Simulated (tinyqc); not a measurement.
Growth of a silicide layer between metal and silicon: linear-parabolic kinetics, ramp anneals and Kissinger analysis. Changing the temperature T. Computed by tinyqc, a small Python program. Command: `OMP_NUM_THREADS=1 python tinyqc.py 3030941 3030942 out.jsonl silicide sweep`. One thread of a shared host (Intel(R) Xeon(R) Processor @ 2.30GHz), about 0.08 s of CPU time with the checks.

One compound layer of thickness x grows by diffusion through itself and reaction at an interface, dx/dt = 1/(2x/K + 1/v), until the metal is used up at x = a h.

Inputs (values chosen for the exercise, modelled on CoSi2):
```
quantity                               value    unit
metal thickness h                         78      nm
silicide formed per metal thickness a   3.52       -
prefactor of the parabolic constant K  6e+13  nm^2/s
activation energy E of K                2.19      eV
prefactor of the interface velocity v  1e+14    nm/s
activation energy E_v                   2.41      eV
time t                                   260       s
```

Constants: k_B = 8.617333262e-05 eV/K.

Method:
- The silicide ends at the thickness a h.
- K = K0 exp(-E/(k_B T)), v = v0 exp(-E_v/(k_B T)).
- Temperatures in kelvin are T(C) + 273.15.
- x^2/K + x/v = t, so x = (K/(2v)) [sqrt(1 + 4 v^2 t/K) - 1], capped at a h; completion time t_c = (a h)^2/K + a h/v, a h being the final thickness; crossover thickness K/v.

One run for each value:
```
temperature T (C)  completion time (s)  thickness at time t (nm)  crossover thickness (nm)
495                          3.113e+05                       3.3                     16.66
515                          1.338e+05                       6.9                     15.31
535                          6.000e+04                      12.8                     14.13
555                          2.798e+04                      21.3                     13.09
575                          1.352e+04                      33.3                     12.17
595                          6.762e+03                      49.6                     11.36
615                          3.489e+03                      71.3                     10.63
635                          1.854e+03                      99.8                      9.98
655                          1.012e+03                     136.9                      9.39
```

Describe and explain the trends.

Over the rows, completion time (s) falls from 311000 to 1010; thickness at time t (nm) rises from 3.34 to 137; crossover thickness (nm) falls from 16.7 to 9.39. The apparent activation energy of 1/t_c is 2.20 eV between the first rows and 2.20 eV between the last, between E and E_v.

Caution (all rows): a disilicide really forms through metal-rich phases and by nucleation, not as one layer from the metal.

Extremes, crossings and ranges named in words are read from the listed rows.
